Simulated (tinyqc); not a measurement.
Inside a calculation. Model: floating body of a partially depleted SOI transistor: body voltage and kink.

tinyqc, about 0.2 s, one thread, Intel Xeon 2.30GHz (shared host): `OMP_NUM_THREADS=1 python tinyqc.py 2182254 2182255 out.jsonl` Printed values are rounded.

Source at 0 V. Channel current Ic = 2 nf K Vt^2 [F(0) - F(Vd)](1 + la Vd), F(V) = ln^2(1 + exp((Vg - VT - nf V)/(2 nf Vt))), VT = VT0 - gb Vb. Saturation voltage Vs = 2 Vt sqrt(F(0)) + 3 Vt, excess Ve = (Vd - Vs + sqrt((Vd - Vs)^2 + 0.0004 V^2))/2, multiplication M1 = Ai Ve exp(-Bl/Ve). Each junction passes D(v) = J1 (exp(v/Vt) - 1) + J2 (exp(v/(2 Vt)) - 1). Bipolar current Ib = bb J1 (exp(Vb/Vt) - 1). The body settles where M1 (Ic + Ib) = D(Vb) + D(Vb - Vd) + Vb/Rb; drain current Id = (1 + M1)(Ic + Ib) - D(Vb - Vd).

Inputs (values chosen for the exercise); values of the order met in partially depleted silicon-on-insulator transistors:
```
symbol    value         unit                                                                                            meaning
T           300            K                                                                                        temperature
VT0        0.51            V                                                                     threshold at zero body voltage
gb         0.22                                                                  fall of the threshold per volt of body voltage
nf         1.24                                                                                                    slope factor
K           140  uA/(V^2 um)                                                                              gain factor per width
la         0.08          1/V                                                                   channel-length modulation factor
Ai          3.1          1/V                                                                        impact-ionisation prefactor
Bl          6.3            V                                                                          impact-ionisation voltage
J1      5.4e-12        uA/um                                                      diffusion saturation current of each junction
J2       3.3e-9        uA/um                                                  recombination saturation current of each junction
bb            1                                                 gain of the lateral bipolar transistor on the diffusion current
Rb          1e9      kohm um  resistance of a weak body tie to the source (1e9 stands for no tie, and the term is then dropped)
Vg         0.56            V                                                                                       gate voltage
Vd          1.3            V                                                                                      drain voltage
```

Constants: q = 1.602176634e-19 C, kB = 1.380649e-23 J/K, Vt = kB T/q. Results are converted to the units shown.

Range of the model: The multiplication law is an empirical form chosen for the exercise; self-heating and capacitive coupling to the body are left out, and the linear laws are rough once Vb passes about 0.7 V or M1 about 0.1.

## Starting value

Vb = 0.63 V.

Vb at the start = 0.63 V

## Iteration 1: new Vb

Current into the body I_in = M1 (Ic + Ib) - D(Vb - Vd), current out I_out = D(Vb) + Vb/Rb; f = ln(I_in/I_out), s = df/dVb by central differences over 1e-5 V, Vb(new) = Vb - f/s.

Ic = 2.29501 uA/um
Ve = 1.06778 V
M1 = 0.00906715
I_in = 0.0226859 uA/um
I_out = 0.207626 uA/um
f = -2.21400
s = -34.5127 1/V
Vb after iteration 1 = 0.565850 V

## Iteration 2: new Vb

As before.

Ic = 1.98732 uA/um
Ve = 1.07853 V
M1 = 0.00971294
I_in = 0.0194708 uA/um
I_out = 0.0174951 uA/um
f = 0.106997
s = -36.9051 1/V
Vb after iteration 2 = 0.568749 V

## Iteration 3: new Vb

As before.

Ic = 2.00066 uA/um
Ve = 1.07805 V
M1 = 0.00968323
I_in = 0.0195604 uA/um
I_out = 0.0195600 uA/um
f = 2.16810e-5
s = -36.8894 1/V
Vb after iteration 3 = 0.568750 V

## Course of the iteration

Stop when the step is below 1e-10 V, or after 40 iterations.

Course of the iteration:
```
iteration  Vb before the step (V)  step (V)
1                            0.63   -0.0642
2                        0.565850   2.90e-3
3                        0.568749   5.88e-7
4                        0.568750  2.85e-14
```

Converged in 4 iterations.

## Drain current with floating and with grounded body

converged Vb = 0.568750 V

Id and VT at the converged Vb, Id at Vb = 0, their ratio, and the bipolar share Ib/(Ic + Ib).

VT = 0.384875 V
Id, floating = 2.03959 uA/um
Id, grounded = 0.348564 uA/um
ratio = 5.85140
bipolar share = 0.958540 %

The body rises to 0.569 V and lowers the threshold by 125 mV.
